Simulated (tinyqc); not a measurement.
Pillar capacitor in an array: capacitance, non-linearity, leakage and relaxation: two steps of the calculation.

A film between two metal electrodes, each interface adding a series capacitance ci. The small-signal permittivity is ek (1 + aq E^2); the field is found with the linear permittivity. Leakage J = J0 sinh(E/Ef). After a voltage step the film passes a relaxation current kr C V tt^(-nr), tt being the time in seconds. The sidewall is a coaxial capacitor with radii a = dm/2 and b = dm/2 + t, depth AR dm; the end face is left out.

Parameters, values chosen for the exercise; permittivity of the order of that of silicon nitride:
```
symbol,value,unit,meaning
ek,7.76,,relative permittivity of the film
t,12,nm,film thickness
ci,230,uF/cm^2,capacitance of each electrode interface (dead layer and screening)
aq,0.0026,cm^2/MV^2,quadratic field coefficient of the permittivity
V,0.8,V,bias
J0,2.2e-11,A/cm^2,leakage prefactor
Ef,0.16,MV/cm,field for an e-fold rise of the leakage
dm,100,nm,diameter of the pillar
AR,20,,"aspect ratio, depth over diameter"
pt,200,nm,pitch of the square array
rho,1900,uohm cm,resistivity of the inner electrode
```

Constants: eps0 = 8.8541878128e-14 F/cm where lengths are in cm. Results are converted to the units shown.

Question 1. Planar capacitance, field and non-linearity. Planar film: Cf = eps0 ek/t, 1/C = 1/Cf + 2/ci, EOT = 3.9 eps0/C, effective permittivity C t/eps0, E = (V/t) C/Cf; quadratic coefficient [C(V)/C - 1]/V^2 with Cf (1 + aq E^2) in C(V).

Wanted: Cf; C; EOT; effective permittivity; E; quadratic coefficient; J.

Answer 1.

Cf = 0.57257 uF/cm^2
C = 0.56973 uF/cm^2
EOT = 6.0610 nm
effective permittivity = 7.7216
E = 0.66336 MV/cm
quadratic coefficient = 1778.8 ppm/V^2
J = 6.9483e-10 A/cm^2

The interfaces take 0.495 % of the voltage.

Question 2. Cell capacitance, fields and time constant. Per length 1/c = ln(b/a)/(2 pi eps0 ek) + (1/a + 1/b)/(2 pi ci); cell capacitance c AR dm; per footprint over pt^2; fields c V/(2 pi eps0 ek r) at r = a and b; resistance of the inner electrode rho AR dm/(pi a^2); time constant R C/3 of the distributed line.

Wanted: a; b; cell capacitance; capacitance per footprint; field at a; field at b; R; R C/3.

Answer 2.

a = 50.00 nm
b = 62.00 nm
cell capacitance = 3.994 fF
capacitance per footprint = 9.984 uF/cm^2
field at a = 0.7401 MV/cm
field at b = 0.5968 MV/cm
R = 4.838 kohm
R C/3 = 6.441 ps

The array gives 17.5 times the planar capacitance per footprint; curvature makes the field at the inner electrode 1.12 times the planar value.

Computed by the program tinyqc: `OMP_NUM_THREADS=1 python tinyqc.py 2102023 2102024 out.jsonl`, one thread of a shared Intel Xeon 2.30GHz, about 0.01 s for the whole run.
